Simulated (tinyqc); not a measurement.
Reflectance at normal incidence against thickness.

Normal incidence on air, film (n1) and substrate (N2 = n2 - i k2): r01 = (1 - n1)/(1 + n1), r12 = (n1 - N2)/(n1 + N2), amplitude (r01 + r12 X)/(1 + r01 r12 X), X = exp(-4 pi i n1 d/lam), R its squared modulus, phase from 0 to 360 degrees.

Values chosen for this exercise: wavelength lam = 405 nm; index of the transparent film n1 = 1.648; index of the substrate n2 = 5.42; extinction coefficient of the substrate k2 = 0.329.

Reflectance at normal incidence against thickness:

| d (nm) | R (%) | phase of the reflected amplitude (degrees) |
|---|---|---|
| 0 | 47.54 | 178.7 |
| 15 | 44.01 | 152.8 |
| 30 | 33.98 | 121.9 |
| 45 | 19.62 | 77.45 |
| 60 | 11.18 | 3.773 |
| 75 | 18.45 | 287.5 |
| 90 | 32.83 | 241.3 |
| 105 | 43.40 | 209.6 |
| 120 | 47.49 | 183.5 |

R goes from 47.5 through a minimum of 11.2 (at d = 60 nm among the rows listed) to 47.5 %. At a quarter wave, d = 61.4 nm, R = 11.2 %; for a transparent substrate it would vanish for n1 = sqrt(n2) = 2.33.

Program tinyqc, `OMP_NUM_THREADS=1 python tinyqc.py 2870119 2870120 out.jsonl`; Intel Xeon 2.30GHz, shared host, one thread, about 0.01 s.
